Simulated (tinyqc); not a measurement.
Inside a calculation. Model: capacitance measurement on a leaky thin oxide: effects of series resistance and leakage.

Numbers from tinyqc (`OMP_NUM_THREADS=1 python tinyqc.py 2022086 2022087 out.jsonl`; about 0.01 s on one thread of a shared Intel Xeon 2.30GHz). Printed values are rounded.

The device is a capacitance C in parallel with a leakage conductance G, in series with Rs and Ls. An impedance meter reports either a parallel pair (Cp, Gp) from Y = 1/Z = Gp + i w Cp or a series pair (Cs, Rm) from Z = Rm + 1/(i w Cs); w = 2 pi f, dissipation D = Gp/(w |Cp|).

Values chosen for this exercise; values of the order met in thin-oxide MOS capacitors: relative permittivity of the gate insulator (close to hafnium oxide) eox = 21.6; insulator thickness tox = 5.7 nm; gate area A = 10000 um^2; oxide-equivalent thickness added by the accumulation layer zc = 0.53 nm; oxide-equivalent thickness added by gate depletion zp = 0.35 nm; gate leakage current density, not matched to the thickness Jg = 3.3 A/cm^2; voltage for an e-fold rise of the leakage Vs = 0.21 V; series resistance Rs = 260 ohm; series inductance Ls = 0 nH; measuring frequency f = 2e5 Hz.

Constants: eps0 = 8.8541878128e-14 F/cm where lengths are in cm. Results are converted to the units shown.

## True capacitance and conductance

EOT = 3.9 tox/eox; CET = EOT + zc + zp; C = 3.9 eps0 A/CET; G = Jg A/Vs.

EOT = 1.02917 nm
CET = 1.90917 nm
C = 180.871 pF
G = 1571.43 uS

## What the meter reports

Z = Rs + i w Ls + 1/(G + i w C).

Z = 883.323-90.157i ohm
Cp = 91.0014 pF
Gp = 1120.42 uS
Cs = 8826.57 pF
D = 9.79764

Cp is 50 % below C and Cs is 48.8 times it; G Rs = 0.409, w C Rs = 0.0591 and G/(w C) = 6.91.
